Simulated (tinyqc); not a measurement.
Mesh size and shift: special k points of the simple cubic lattice.

Lattice vectors in units of a: a1 = (1, 0, 0), a2 = (0, 1, 0), a3 = (0, 0, 1); reciprocal vectors b_i with a_i . b_j = 2 pi delta_ij. Mesh: k = sum_i f_i b_i with f_i = (2 j_i + shift)/(2 N), j_i = 0 .. N-1. The point group of the lattice has 48 operations; only those that map the mesh onto itself are used.

A_m(k) = sum over the m-th star of lattice vectors R of cos(k . R), stars in order of length: m = 1: |R|^2 = 1, 6 vectors, such as (1, 0, 0) in the basis a_i; m = 2: |R|^2 = 2, 12 vectors, such as (1, 1, 0) in the basis a_i; m = 3: |R|^2 = 3, 8 vectors, such as (1, 1, 1) in the basis a_i; m = 4: |R|^2 = 4, 6 vectors, such as (2, 0, 0) in the basis a_i; m = 5: |R|^2 = 5, 24 vectors, such as (2, 1, 0) in the basis a_i; m = 6: |R|^2 = 6, 24 vectors, such as (2, 1, 1) in the basis a_i. The zone mean of every A_m is zero.

Test function, the lower band of a two-band insulator: E(k) = -sqrt(D^2 + (e0 - t A_1(k))^2).
Inputs chosen for the exercise: D = 2.71 eV (half gap term); t = 0.99 eV (coupling); e0 = 3.24 eV (offset).

Errors of the mean of E against the unshifted mesh with N = 24. The fifth column is |R|^2 of the shortest star with a non-zero mean.

Meshes:

| mesh | points | irreducible | operations | \|R\|^2 missed | error (meV) |
|---|---|---|---|---|---|
| 1 Gamma | 1 | 1 | 48 | 1.00 | 766.444 |
| 1 shifted | 1 | 1 | 48 | 1.00 | -4979.753 |
| 2 Gamma | 8 | 4 | 48 | 4.00 | -409.040 |
| 2 shifted | 8 | 1 | 48 | 4.00 | 367.954 |
| 3 Gamma | 27 | 4 | 48 | 9.00 | -39.871 |
| 3 shifted | 27 | 4 | 48 | 9.00 | 47.466 |
| 4 Gamma | 64 | 10 | 48 | 16.00 | -0.458 |
| 4 shifted | 64 | 4 | 48 | 16.00 | -0.687 |
| 5 Gamma | 125 | 10 | 48 | 25.00 | 0.454 |
| 5 shifted | 125 | 10 | 48 | 25.00 | -0.268 |
| 6 Gamma | 216 | 20 | 48 | 36.00 | -0.034 |
| 6 shifted | 216 | 10 | 48 | 36.00 | 0.011 |

reference mean = -4.59190 eV

How do the results move, and what explains it?

The shifted mesh has the smaller error for 3 of 6 values of N and the larger for 3. The cheapest mesh within 1 meV is 4 shifted, with 4 irreducible points. A mesh misses the lattice vectors N (n1 a1 + n2 a2 + ...); the half shift gives each the sign (-1)^(n1 + n2 + ...), so the 6 shortest ones add up to -6 in place of 6: their term only changes sign. The shift keeps the full symmetry; it leaves fewer irreducible points for N = 2, 4 and 6.

tinyqc: `OMP_NUM_THREADS=1 python tinyqc.py 1652627 1652628 out.jsonl`; about 0.1 s, one thread, shared Intel(R) Xeon(R) Processor @ 2.30GHz.
